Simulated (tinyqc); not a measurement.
Superjunction drift layer against a plain one, charge balance: one step of the calculation.

Alternating n and p pillars of equal width wp, doping N and length Lp. When depleted, the lateral field peaks at Ex = q N wp/(2 eps0 eps_r) at the pillar junctions and a uniform vertical field Ey is added; breakdown is taken where Ex^2 + Ey^2 = Ef^2. Only the n pillars conduct, narrowed by the zero-bias depletion. A first-order model: the field peaks at the pillar ends are left out.

Question. Thickness and resistance of the plain layer. Ec(N) = E16 (N/1e16 cm^-3)^(1/8), mu(N) = mi + (mx - mi)/(1 + (N/Nr)^0.9). W = 2 BV/Ec, Rsp = W/(q mu N).

Inputs (values chosen for the exercise); values close to those of 4H silicon carbide: critical field at a doping of 1e16 cm^-3 E16 = 2.43 MV/cm; mobility at low doping mx = 921 cm^2/(V s); mobility at high doping mi = 40.1 cm^2/(V s); reference doping of the mobility Nr = 2e17 cm^-3; wanted breakdown voltage BV = 2500 V.

Constants: q = 1.602176634e-19 C. Results are converted to the units shown.

N of the plain layer = 5.6008860e15 cm^-3

Find: mu; W; Rsp.

Answer.

mu = 887.09 cm^2/(V s)
W = 22.122 um
Rsp = 2.7791 mohm cm^2

tinyqc, about 0.01 s, one thread, Intel Xeon 2.30GHz (shared host): `OMP_NUM_THREADS=1 python tinyqc.py 2590058 2590059 out.jsonl`
